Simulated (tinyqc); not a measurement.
Exchange-split free-electron bands and tunnelling magnetoresistance: one step. The two Fermi spheres. Two cases, with inputs chosen for the exercise.

Problem. Give k_s, n_s, D_s, the moment per electron (n_up - n_dn)/n and three polarisations: of D, of D v and of D v^2 (v proportional to k).

Majority and minority bands E = c k^2/m -/+ Dx/2, c = hbar^2/2m0, so k_up = sqrt(m (EF + Dx/2)/c), k_dn = sqrt(m (EF - Dx/2)/c); n_s = k_s^3/(6 pi^2), D_s = m k_s/(4 pi^2 c).

Constants: hbar^2/2m0 = 3.80998211 eV angstrom^2.

Give: k_up, k_dn; n_up, n_dn; D_up, D_dn; moment per electron; polarisations.

Case 1.

Values chosen:
- EF = 3.83 eV (Fermi energy above the mean band bottom)
- Dx = 3.61 eV (exchange splitting)
- m = 1.25 m0 (mass in the electrodes)

Solution.

k_up, k_dn (1/angstrom): [1.3597, 0.8151]

n_up, n_dn (1/angstrom^3): [0.04245, 0.00914]

D_up, D_dn (1/(eV angstrom^3)): [0.01130, 0.00677]

moment per electron = 0.6455 muB

polarisations: D 0.2504, D v 0.4713, D v^2 0.6455

Case 2.

Values chosen:
- EF = 3.62 eV (Fermi energy above the mean band bottom)
- Dx = 5.95 eV (exchange splitting)
- m = 0.81 m0 (mass in the electrodes)

Solution.

k_up, k_dn (1/angstrom): [1.1841, 0.3703]

n_up, n_dn (1/angstrom^3): [0.02804, 0.00086]

D_up, D_dn (1/(eV angstrom^3)): [0.00638, 0.00199]

moment per electron = 0.9406 muB

polarisations: D 0.5235, D v 0.8218, D v^2 0.9406

The three numbers differ although they describe one band structure: each probe (density of states, ballistic current, diffusive current) weights the velocity differently.

Computed by tinyqc, one run a case: `OMP_NUM_THREADS=1 python tinyqc.py N N+1 out.jsonl` with N = 1680559, 1680769; one thread of a shared Intel(R) Xeon(R) Processor @ 2.30GHz, about 0.01 s a run at most.
